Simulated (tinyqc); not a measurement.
Opening the gap, as alloying or pressure does: deep trap from a strong local potential in a two-band host (Koster-Slater model with semi-elliptic bands). Computed by tinyqc, a small Python program. Command: `OMP_NUM_THREADS=1 python tinyqc.py 3006717 3006718 out.jsonl deeptrap walk`. One thread of a shared host (Intel(R) Xeon(R) Processor @ 2.30GHz), about 0.02 s of CPU time with the checks.

The valence band spans -2 W_v to 0 and the conduction band E_g to E_g + 2 W_c. The orbital at the impurity site has weight f_v in the valence band and 1 - f_v in the conduction band, each spread as a semi-ellipse (2/(pi W^2)) sqrt(W^2 - x^2) about the band centre. The impurity adds U to this orbital. Spin is left out.

Inputs (values chosen for the exercise, with a gap close to that of CdS):

| quantity | value | unit |
|---|---|---|
| gap E_g | 2.52 | eV |
| half-width of the valence band W_v | 2.3 | eV |
| half-width of the conduction band W_c | 5 | eV |
| valence weight f_v of the site orbital | 0.56 | - |
| impurity potential U | 24.8 | eV |

Impurity: repulsive, acceptor-like.

Method:
- In the gap G(E) = f_v (2/W_v^2)[x - sqrt(x^2 - W_v^2)] - (1 - f_v)(2/W_c^2)[y - sqrt(y^2 - W_c^2)], x = E + W_v, y = E_g + W_c - E.
- The trap level solves G(E) = 1/U (bisection). With D = -dG/dE = D_v + D_c, D_v = f_v (2/W_v^2)[x/sqrt(x^2 - W_v^2) - 1] and D_c = (1 - f_v)(2/W_c^2)[y/sqrt(y^2 - W_c^2) - 1], the weight on the impurity orbital is 1/(U^2 D) and the conduction-band character is D_c/D.
- The conduction band is shifted rigidly; widths, weights and U stay.

Against the gap:

| E_g (eV) | E_t (eV) | depth below E_c (eV) | conduction character |
|---|---|---|---|
| 1.26 | 1.1638 | 0.0962 | 0.67264 |
| 1.64 | 1.4011 | 0.2389 | 0.58564 |
| 2.02 | 1.6132 | 0.4068 | 0.53412 |
| 2.27 | 1.7435 | 0.5265 | 0.50928 |
| 2.52 | 1.8682 | 0.6518 | 0.48879 |
| 2.90 | 2.0489 | 0.8511 | 0.46322 |
| 3.28 | 2.2208 | 1.0592 | 0.44219 |
| 4.03 | 2.5394 | 1.4906 | 0.40894 |

As the conduction band moves up by 2.770 eV the level follows by 1.376 eV, a mean slope of 0.50; the local slope is the conduction character. A shallow donor would follow with slope 1 and a shallow acceptor with slope 0.
